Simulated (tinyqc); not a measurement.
Small-signal admittance of a forward-biased p+-n diode: two steps of the calculation.

Holes injected into a neutral base of width wb with an ohmic contact at its end; low injection, p0 far above the equilibrium density. A small voltage v exp(i w t), w = 2 pi f, modulates the edge density by p0 v/Vt, and the small-signal density obeys Dp d2p/dx2 = (1/tau + i w) p.

Parameters, values chosen for the exercise; permittivity close to that of silicon:
```
symbol   value    unit                                   meaning
T          300       K                               temperature
eps_r     11.7                             relative permittivity
Nd      1.4e15   cm^-3                 donor density of the base
Dp         8.5  cm^2/s                hole diffusion coefficient
tau       3e-7       s                             hole lifetime
wb          19      um                 width of the neutral base
p0      7.1e13   cm^-3  excess hole density at the junction edge
Na        2e19   cm^-3           acceptor density of the p+ side
f        1.9e5      Hz                          signal frequency
```

Constants: q = 1.602176634e-19 C, kB = 1.380649e-23 J/K, Vt = kB T/q, eps0 = 8.8541878128e-14 F/cm where lengths are in cm. Results are converted to the units shown.

Question 1. Closed-form admittance. L = sqrt(Dp tau); direct current J = (q Dp p0/L) coth(wb/L); k = sqrt(1 + i w tau)/L; diffusion admittance Y = (q Dp p0/Vt) k coth(k wb) = G + i w C_diff; junction capacitance C_j = sqrt(q eps0 eps_r Nd/(2 Vr)) in the depletion approximation, with the remaining barrier Vr = Vt ln(Na/p0), a rough value under forward bias; base-width modulation is left out.

Give: L; J; k wb; Y; C_diff; C_j.

Answer 1.

L = 15.969 um
J = 0.072906 A/cm^2
k wb = 1.2082+0.2098i
Y = 2.8279+0.2802i S/cm^2
C_diff = 0.23475 uF/cm^2
C_j = 0.018925 uF/cm^2

G is 1.00 times its low-frequency value J/Vt, and C_diff is 12.4 times C_j.

Question 2. The same by finite differences. 9 equal intervals, h = wb/9; u = small-signal density over its edge value, u_0 = 1, u_9 = 0; u_(i-1) + b u_i + u_(i+1) = 0 with b = -2 - h^2 (1/tau + i w)/Dp; Y = (q Dp p0/(Vt h)) (-b/2 - u_1), which includes the half box at the edge.

Wanted: b; u; Y on the mesh.

Answer 2.

b = -2.017-0.006i

```
node,u
1,0.8487-0.0129i
2,0.7124-0.0206i
3,0.5886-0.0243i
4,0.4753-0.0247i
5,0.3704-0.0226i
6,0.2721-0.0185i
7,0.1788-0.0131i
8,0.0886-0.0068i
```

Y on the mesh = 2.835+0.283i S/cm^2

tinyqc, about 0.01 s, one thread, Intel Xeon 2.30GHz (shared host): `OMP_NUM_THREADS=1 python tinyqc.py 2890180 2890181 out.jsonl`
